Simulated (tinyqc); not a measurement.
Inside a calculation. Model: scattering rates of a carrier in a spherical band by Fermi's golden rule. Computed by tinyqc, a small Python program that keeps every step. Command: `OMP_NUM_THREADS=1 python tinyqc.py 3002252 3002253 out.jsonl scatter walk`. One thread of a shared host (Intel(R) Xeon(R) Processor @ 2.30GHz), about 0.01 s of CPU time with the checks. Intermediate numbers are printed to about 6 digits and carried at full precision; extremes and crossings named in words are read from the listed rows.

All processes here are isotropic or elastic, and the rate listed is the momentum relaxation rate.

Inputs (values chosen for the exercise, modelled on electrons in diamond): density-of-states mass of one valley m = 0.484 m_0; non-parabolicity alpha = 0.21 1/eV; static permittivity eps_s = 5.7; density rho = 3515 kg/m^3; sound velocity v_l = 17800 m/s; acoustic deformation potential D_A = 9.2 eV; phonon energy hbar w = 139 meV; optical or intervalley deformation potential D_o = 6.8 1e8 eV/cm; final valleys Z_f = 5; ionised impurity density N_I = 2.1e+15 1/cm^3; temperature T = 350 K; carrier energy E = 11 meV; neutral impurity density N_n = 4.5e+17 1/cm^3.

Crystal: non-polar. Band: Kane. Impurity formula: Brooks-Herring. Further scattering: neutral impurities.

Constants: m_0 = 9.1093837015e-31 kg; e = 1.602176634e-19 C; hbar = 1.054571817e-34 J s; k_B = 8.617333262e-05 eV/K; eps_0 = 8.8541878128e-12 F/m; k_B = 1.380649e-23 J/K; hbar = 6.582119569e-16 eV s.

## The band at energy E

Kane band: hbar^2 k^2/(2 m) = E (1 + alpha E), speed v = hbar k/(m (1 + 2 alpha E)), states per spin, volume and energy g(E) = m k (1 + 2 alpha E)/(2 pi^2 hbar^2); overlap factors are set to 1. Masses are multiplied by m_0 and all formulas are in SI units.

wave number k = 0.374247 1/nm

speed v = 89104.3 m/s

g(E) = 1.20983e+20 1/(eV cm^3)

Non-parabolicity raises g(E) by a factor 1.006 and changes the speed by a factor 0.997 against a parabolic band at the same E.

## Phonon occupation and screening length

Phonon occupation N_q = 1/(exp(hbar w/(k_B T)) - 1). Debye screening by free carriers of density N_I: L_s = sqrt(eps_s eps_0 k_B T/(e^2 N_I)).

N_q = 0.0100656

screening length L_s = 67.2616 nm

Above the threshold emission is favoured over absorption by (N_q + 1)/N_q = exp(hbar w/k_B T) = 100, apart from the density of final states.

## Acoustic phonons

Acoustic deformation potential (elastic, equipartition, absorption and emission together): 1/tau = 2 pi k_B T D_A^2 g(E)/(hbar rho v_l^2).

acoustic rate = 4.24130e+11 1/s

## Optical or intervalley phonons

Optical or intervalley deformation potential: 1/tau = (pi Z_f D_o^2/(rho w)) [N_q g(E + hbar w) + (N_q + 1) g(E - hbar w)], with g = 0 below the band edge.

absorption rate = 7.56744e+10 1/s

emission rate = 0 1/s

E lies below hbar w, so emission is forbidden.

## Ionised impurities

Singly charged impurities, momentum relaxation: 1/tau = N_I e^4 m (1 + 2 alpha E) Phi/(8 pi (eps_s eps_0)^2 hbar^3 k^3), with alpha = 0 for a parabolic band. Brooks-Herring: Phi = ln(1 + b) - b/(1 + b), b = 4 k^2 L_s^2.

b = 2534.61

ionised-impurity rate = 1.06506e+12 1/s

Caution: k times the effective Bohr radius is below 1, so the Born approximation behind the Brooks-Herring rate is rough.

## All rates at E

Neutral impurities (Erginsoy): 1/tau = 20 N_n a_B hbar/m, a_B = 4 pi eps_s eps_0 hbar^2/(m e^2). Rates add: 1/tau_m is the sum, and the mean free path is v tau_m.

Momentum relaxation rates:
```
process              rate (1/s)  share (%)
acoustic            4.24130e+11    14.5928
optical absorption  7.56744e+10    2.60368
optical emission              0          0
ionised impurity    1.06506e+12    36.6447
neutral impurity    1.34157e+12    46.1588
```

momentum relaxation time tau_m = 344.064 fs

mean free path = 30.6576 nm

The largest rate is neutral impurity (46 %), then ionised impurity (37 %). Caution: Erginsoy's formula holds for k a_B below about 0.5 and for dopants that stay neutral, which means low temperature; elsewhere it is only a rough constant rate.

## Rates against energy

The formulas are those given above.

Momentum relaxation rates (1e12/s) and the total time:
```
E (meV)  acoustic  optical absorption  optical emission  ionised impurity  neutral impurity  tau_m (fs)
14        0.47923            0.076541            0.0000       7.68217e-01           1.34157     375.155
35        0.76606            0.082477            0.0000       2.20079e-01           1.34157     414.905
70        1.10307            0.091955            0.0000       8.49153e-02           1.34157     381.459
130       1.54956            0.107382            0.0000       3.61912e-02           1.34157     329.521
150       1.68118            0.112365            1.9158       2.97143e-02           1.34157     196.827
210       2.04875            0.127002            5.0206       1.86949e-02           1.34157     116.869
310       2.61115            0.150783            8.1927       1.09448e-02           1.34157      81.253
490       3.56403            0.193068           12.7928       5.84482e-03           1.34157      55.874
830       5.35317            0.274983           20.8436       2.84727e-03           1.34157      35.950
1400      8.59372            0.425202           35.0833       1.39554e-03           1.34157      22.005
```

The largest rate is neutral impurity from 14.0 to 70.0, acoustic at 130, optical emission from 150 to 1400 meV. Crossing hbar w = 139 meV opens emission: tau_m goes from 330 to 197 fs between the two rows around it. The impurity rate goes between the last rows as E^-1.36; the acoustic rate follows g(E) and grows by a factor 17.9 over the table (10.0 for a parabolic band). Erginsoy's formula holds for k a_B below about 0.5 and for dopants that stay neutral, which means low temperature; elsewhere it is only a rough constant rate.

Checks made by the program: Brooks-Herring rate against the angular integral of the screened Coulomb matrix element (relative difference below 1e-10).
